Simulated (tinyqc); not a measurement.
Undoped gate-all-around wire MOSFET, analytic charge model: one step of the calculation.

An undoped round wire of radius R under an insulator shell and a surrounding gate; long channel, electrons only, n = ni exp((psi - V)/Vt) with V the quasi-Fermi potential (0 at the source, Vd at the drain), constant mobility, no quantisation. The radial Poisson equation gives n(r) = n(0)/(1 - (1 - b) r^2/R^2)^2 with b = Q0/(Q + Q0). Q is the electron charge per area of the wire surface.

Problem. Constants of the wire. ni = sqrt(Nc Nv) exp(-Eg/(2 Vt)), Eg in volts; Cox = eps0 eox/(R ln(1 + tox/R)); Q0 = 4 eps0 eps_r Vt/R; V0 = dphi + Vt ln[8 eps0 eps_r Vt/(q ni R^2)].

Parameters, values chosen for the exercise; material values close to those of silicon: temperature T = 273 K; band gap Eg = 1.14 eV; relative permittivity of the semiconductor eps_r = 11.8; conduction-band density of states at T Nc = 2.4e19 cm^-3; valence-band density of states at T Nv = 2.29e19 cm^-3; relative permittivity of the gate insulator eox = 3.74; insulator thickness tox = 0.87 nm; wire radius R = 6 nm; gate work function less that of the intrinsic body dphi = 0.18 V.

Constants: q = 1.602176634e-19 C, kB = 1.380649e-23 J/K, Vt = kB T/q, eps0 = 8.8541878128e-14 F/cm where lengths are in cm. Results are converted to the units shown.

Find: ni; Cox; Q0; V0.

Solution.

ni = 7.037e8 cm^-3
Cox = 4.076 uF/cm^2
Q0 = 163.9 nC/cm^2
V0 = 0.7046 V

Program tinyqc, `OMP_NUM_THREADS=1 python tinyqc.py 2460110 2460111 out.jsonl`; Intel Xeon 2.30GHz, shared host, one thread, about 0.04 s.
